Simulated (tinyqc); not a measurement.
# Hot electrons in a saturated n-channel MOSFET, lucky-electron model: effects of single changes

Beyond pinch-off the lateral field grows as Esat cosh(y/l) over the velocity-saturated region (pseudo-two-dimensional model). Impact ionisation in this region gives the substrate current, which biases the body forward through Rsub. Currents are per width. Local-field laws: they overstate ionisation when the field peak is narrower than an energy relaxation length.

Values chosen for this exercise; values close to those of silicon n-channel devices:
- L = 0.35 um (channel length)
- tox = 6.6 nm (oxide thickness)
- xj = 110 nm (junction depth)
- VT = 0.47 V (threshold)
- mu = 420 cm^2/(V s) (effective mobility)
- vs = 8.6e6 cm/s (saturation velocity)
- Ai = 2e6 1/cm (ionisation prefactor)
- Bi = 1.66 MV/cm (ionisation field)
- Rd = 700 ohm um (resistance of the lightly doped drain)
- Rsub = 3200 ohm um (substrate resistance)
- kb = 0.43 (fall of VT per volt of forward body bias)
- m = 3.3 (lifetime exponent)
- Hl = 43000 s uA/um (lifetime constant)
- Vd = 2.2 V (drain voltage)
- Vg = 1.2 V (gate voltage)

Constants: eps0 = 8.8541878128e-14 F/cm where lengths are in cm. Results are converted to the units shown.

Each table varies one quantity; the others keep the values above.

## Effect of the resistance of the lightly doped drain

Cox = 3.9 eps0/tox, l = sqrt(3 tox xj), Esat = 2 vs/mu. Overdrive g = Vg - VT + kb Vb; Vdsat = g Esat L/(g + Esat L); Id = Cox vs (g - Vdsat); dV = Vd - Id Rd - Vdsat; Em = sqrt((dV/l)^2 + Esat^2); Isub = Id (Ai/Bi) l Em exp(-Bi/Em). Vb = Rsub Isub is solved self-consistently. Lifetime tau = (Hl/Id)(Isub/Id)^(-m); 1 year = 3.15576e7 s.

Results:

| Rd (ohm um) | Id (uA/um) | Em (MV/cm) | Isub (uA/um) | Isub/Id | tau (years) |
|---|---|---|---|---|---|
| 0 | 111.7 | 0.3697 | 2.606 | 0.02332 | 2.968 |
| 150 | 111.7 | 0.3662 | 2.470 | 0.02212 | 3.538 |
| 300 | 111.7 | 0.3626 | 2.339 | 0.02095 | 4.232 |
| 500 | 111.6 | 0.3579 | 2.172 | 0.01946 | 5.397 |
| 1200 | 111.4 | 0.3414 | 1.653 | 0.01484 | 13.25 |
| 1600 | 111.3 | 0.3320 | 1.399 | 0.01257 | 22.92 |

Estimate the missing row, Rd = 800 ohm um.

Computed row:

| Rd (ohm um) | Id (uA/um) | Em (MV/cm) | Isub (uA/um) | Isub/Id | tau (years) |
|---|---|---|---|---|---|
| 800 | 111.5 | 0.3508 | 1.937 | 0.01737 | 7.859 |

With this row back in the table: As Rd goes from 0 to 1600 ohm um, Em falls from 0.370 to 0.332 MV/cm, Isub falls from 2.61 to 1.40 uA/um and tau rises from 2.97 to 22.9 years. From the first row to the last, log10(tau) changes by 0.89: 0.89 from (Isub/Id)^(-m), which holds Em and l, and under 0.005 from 1/Id. The price is 0.178 V dropped over Rd in the last row.

## Effect of the oxide thickness

Same model as above.

Results:

| tox (nm) | Id (uA/um) | Em (MV/cm) | Isub (uA/um) | Isub/Id | tau (years) |
|---|---|---|---|---|---|
| 3.7 | 203.75 | 0.45056 | 9.7069 | 0.047640 | 0.15415 |
| 4.5 | 165.60 | 0.41640 | 5.9430 | 0.035888 | 0.48305 |
| 5.6 | 131.97 | 0.37952 | 3.2691 | 0.024771 | 2.0600 |
| 8.6 | 85.292 | 0.31356 | 0.86192 | 0.010106 | 61.433 |
| 11 | 66.578 | 0.28011 | 0.36124 | 0.0054258 | 612.79 |
| 13 | 56.305 | 0.25926 | 0.19088 | 0.0033900 | 3420.9 |

Estimate the missing row, tox = 7 nm.

Computed row:

| tox (nm) | Id (uA/um) | Em (MV/cm) | Isub (uA/um) | Isub/Id | tau (years) |
|---|---|---|---|---|---|
| 7 | 105.06 | 0.34404 | 1.6798 | 0.015990 | 10.971 |

With this row back in the table: As tox goes from 3.7 to 13 nm, Em falls from 0.451 to 0.259 MV/cm, Isub falls from 9.71 to 0.191 uA/um and tau rises from 0.154 to 3420 years. From the first row to the last, log10(tau) changes by 4.3: 3.8 from (Isub/Id)^(-m), which holds Em and l, and 0.56 from 1/Id. At tox = 13 nm tau is a far extrapolation that only says that hot carriers are no limit.

## Effect of the drain voltage

Same model as above.

Effect of the drain voltage:

| Vd (V) | Id (uA/um) | Em (MV/cm) | Isub (uA/um) | Isub/Id | tau (years) |
|---|---|---|---|---|---|
| 1.4 | 110.84 | 0.18433 | 0.014096 | 1.2717e-4 | 8.8143e7 |
| 1.56 | 110.86 | 0.21788 | 0.066691 | 6.0157e-4 | 5.2232e5 |
| 1.71 | 110.91 | 0.24949 | 0.20064 | 0.0018091 | 13797 |
| 1.87 | 111.01 | 0.28332 | 0.50464 | 0.0045457 | 659.03 |
| 2.03 | 111.21 | 0.31718 | 1.0579 | 0.0095128 | 57.520 |
| 2.19 | 111.51 | 0.35104 | 1.9452 | 0.017444 | 7.7559 |
| 2.34 | 111.93 | 0.38277 | 3.1505 | 0.028146 | 1.5934 |
| 2.5 | 112.54 | 0.41655 | 4.9006 | 0.043544 | 0.37548 |

What does the table show?

As Vd goes from 1.4 to 2.5 V, Em rises from 0.184 to 0.417 MV/cm, Isub rises from 0.0141 to 4.90 uA/um and tau falls from 8.81e7 to 0.375 years. The slope of ln(tau) against 1/Vd is 70.0 V between the first two rows and 52.8 V between the last two; ten years are last met at Vd = 2.03 V among the rows. For Vd = 1.4 to 1.71 V tau is a far extrapolation that only says that hot carriers are no limit.

Computed by the program tinyqc: `OMP_NUM_THREADS=1 python tinyqc.py 2550018 2550019 out.jsonl`, one thread of a shared Intel Xeon 2.30GHz, about 0.01 s for the whole run.
